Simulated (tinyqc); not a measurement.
# Scale length and length offset from two DIBL values

Inverse problem. DIBL = exp(-Le/(2 l)) + 2 exp(-Le/l) with Le = L - dL. Find l, dL and the drawn length for a DIBL of 100 mV/V.

DIBL at drawn lengths 130 and 210 nm (mV/V): [60.020257, 8.9449801]

Solution. With e = exp(-Le/(2 l)), 2 e^2 + e = DIBL gives e and so Le/l at each length; Le/l is a straight line in L with slope 1/l.

l = 22.00 nm
dL = 1.700 nm
length for 100 mV/V = 110.0 nm

Numbers from tinyqc (`OMP_NUM_THREADS=1 python tinyqc.py 2002156 2002157 out.jsonl`; about 0.01 s on one thread of a shared Intel Xeon 2.30GHz).
